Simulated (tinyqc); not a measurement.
Inputs raised by 2 %, one at a time: spin coating of a resist or spin-on film: centrifugal thinning, evaporation and the final thickness (Emslie and Meyerhofer models). Computed by tinyqc, a small Python program. Command: `OMP_NUM_THREADS=1 python tinyqc.py 3112286 3112287 out.jsonl spincoat sens`. One thread of a shared host (Intel(R) Xeon(R) Processor @ 2.30GHz), about 0.3 s of CPU time with the checks.

A Newtonian film stays uniform over the wafer; solvent and solids have the same density and the concentration is uniform through the thickness.

Inputs (values chosen for the exercise, of the order of those of a polymer resist in an ester solvent):

| quantity | value | unit |
|---|---|---|
| solids volume fraction c0 | 0.23 | - |
| kinematic viscosity of the solvent nu_s | 2.2 | mm^2/s |
| viscosity constant k | 1600 | mm^2/s |
| viscosity exponent gamma | 2.4 | - |
| spin speed f | 6000 | rpm |
| evaporation rate at 1000 rpm e0 | 0.052 | micrometre/s |
| starting thickness h0 | 200 | micrometre |
| wafer radius R | 150 | mm |
| shrinkage in the bake | 7 | % |

Method:
- omega = 2 pi f/60; nu(c) = nu_s + k c^gamma; evaporation rate e = e0 sqrt(f/1000 rpm).
- Flow constant K = 2 omega^2/(3 nu(c0)); Reynolds number of the air omega R^2/nu_air with nu_air = 15 mm^2/s.
- Meyerhofer estimate: flow rules until (1 - c0) K h^3 = e, then evaporation alone: h_w = (e/((1 - c0) K))^(1/3), dry film c0 h_w.
- Full model for solids s and liquid l per area, h = s + l, c = s/h: ds/dt = -c Q, dl/dt = -(1 - c) Q - e, Q = 2 omega^2 h^3/(3 nu(c)); integrated adaptively (relative tolerance 1e-9) until l = 0.
- Dry film = s at l = 0, before the bake; film after the bake = s x (1 - shrinkage).

Runs:

| input moved | from | to | dry film (nm) | time to dry (s) | dry film, estimate (nm) | wet thickness h_w (micrometre) |
|---|---|---|---|---|---|---|
| base run | - | - | 801.37 | 24.495 | 722.01 | 3.1392 |
| solids volume fraction c0 | 0.23 | 0.2346 | 830.06 | 24.744 | 749.19 | 3.1935 |
| kinematic viscosity of the solvent nu_s (mm^2/s) | 2.2 | 2.244 | 801.53 | 24.501 | 722.23 | 3.1401 |
| viscosity constant k (mm^2/s) | 1600 | 1632 | 806.51 | 24.651 | 726.58 | 3.1590 |
| viscosity exponent gamma | 2.4 | 2.448 | 785.61 | 23.989 | 706.00 | 3.0696 |
| spin speed f (rpm) | 6000 | 6120 | 793.47 | 24.014 | 714.90 | 3.1082 |
| evaporation rate at 1000 rpm e0 (micrometre/s) | 0.052 | 0.05304 | 806.67 | 24.173 | 726.79 | 3.1600 |
| starting thickness h0 (micrometre) | 200 | 204 | 801.37 | 24.495 | 722.01 | 3.1392 |

Exponents ln(y'/y) / ln(x'/x):

| input | dry film | time to dry | dry film, estimate | wet thickness h_w |
|---|---|---|---|---|
| solids volume fraction c0 | 1.776 | 0.512 | 1.866 | 0.866 |
| kinematic viscosity of the solvent nu_s | 0.010 | 0.012 | 0.015 | 0.015 |
| viscosity constant k | 0.323 | 0.322 | 0.319 | 0.319 |
| viscosity exponent gamma | -1.003 | -1.053 | -1.133 | -1.133 |
| spin speed f | -0.500 | -1.000 | -0.500 | -0.500 |
| evaporation rate at 1000 rpm e0 | 0.333 | -0.667 | 0.333 | 0.333 |
| starting thickness h0 | 0.000 | 0.000 | 0.000 | 0.000 |

Among the inputs moved here: dry film answers most in size to solids volume fraction c0 (exponent +1.776), next to viscosity exponent gamma (-1.003); its exponent is below 0.0005 for starting thickness h0. Its exponent -0.500 in spin speed f: (e/omega^2)^(1/3) with e as sqrt(f). Its exponent +0.333 in evaporation rate at 1000 rpm e0: the cube root of the evaporation rate. Time to dry answers most in size to viscosity exponent gamma (exponent -1.053), next to spin speed f (-1.000); its exponent is below 0.0005 for starting thickness h0. dry film, estimate answers most in size to solids volume fraction c0 (exponent +1.866), next to viscosity exponent gamma (-1.133); its exponent is below 0.0005 for starting thickness h0. wet thickness h_w answers most in size to viscosity exponent gamma (exponent -1.133), next to solids volume fraction c0 (+0.866); its exponent is below 0.0005 for starting thickness h0.

Caution (all rows): above a Reynolds number of about 3e5 the air flow near the rim turns turbulent, and evaporation is no longer uniform.
